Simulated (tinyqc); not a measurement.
# Worked calculation: band offsets of oxides on a semiconductor by the charge-neutrality-level model

Computed by the program tinyqc: `OMP_NUM_THREADS=1 python tinyqc.py 2410059 2410060 out.jsonl`, one thread of a shared Intel Xeon 2.30GHz, about 0.01 s for the whole run. Printed values are rounded.

Each material has a charge-neutrality level at the depth Phi = chi + Eg - CNL below vacuum. For oxide B on semiconductor A, dEc = (chiA - PhiA) - (chiB - PhiB) + S (PhiA - PhiB), dEv = EgB - EgA - dEc, with the pinning factor S = 1/(1 + 0.1 (eps_inf - 1)^2) of the oxide. S = 1 is the affinity rule, S = 0 aligns the two levels.

Inputs (values chosen for the exercise); substrate values close to those of gallium arsenide:
- EgA = 1.41 eV (gap of the semiconductor)
- chiA = 4.11 eV (its electron affinity)
- cA = 0.54 eV (its charge-neutrality level above the valence edge)

Range of the model: The model ignores the chemistry of the actual interface, which can move offsets by several tenths of an eV.

## One oxide

oxide values (close to zirconium oxide): Eg (eV) 5.96, chi (eV) 2.56, CNL (eV) 3.53, eps_inf 4.91

Depths of both levels, S and the two offsets.

PhiA = 4.98 eV
PhiB = 4.99 eV
S = 0.395443
dEc = 1.55605 eV
dEv = 2.99395 eV

The limits are dEc = 1.55 eV (S = 1) and 1.56 eV (S = 0).

## Oxides compared

Oxides (values chosen for the exercise, close to those of the materials named):
```
,Eg (eV),chi (eV),CNL above Ev (eV),eps_inf
silicon dioxide,8.77,0.89,4.53,2.3
silicon nitride,5.28,2.12,2.63,4.06
aluminium oxide,8.6,1,5.58,3.35
hafnium oxide,6.03,2.4,3.81,3.89
zirconium oxide,5.96,2.56,3.53,4.91
titanium oxide,3.05,3.81,2.26,7.99
tantalum oxide,4.45,3.36,3.23,4.79
```

The same for each oxide, with both limits.

Offsets:
```
,S,dEc (eV),dEv (eV),"dEc, S = 1 (eV)","dEc, S = 0 (eV)"
silicon dioxide,0.8554,3.242,4.118,3.220,3.370
silicon nitride,0.5164,1.888,1.982,1.990,1.780
aluminium oxide,0.6442,2.768,4.422,3.110,2.150
hafnium oxide,0.5449,1.546,3.074,1.710,1.350
zirconium oxide,0.3954,1.556,2.994,1.550,1.560
titanium oxide,0.1699,-0.01544,1.655,0.3000,-0.08000
tantalum oxide,0.4104,0.5142,2.526,0.7500,0.3500
```

Both offsets exceed 1 eV for: silicon dioxide, silicon nitride, aluminium oxide, hafnium oxide, zirconium oxide. dEc falls short for: titanium oxide, tantalum oxide. The choice of S matters most for aluminium oxide, where the limits differ by 0.960 eV.
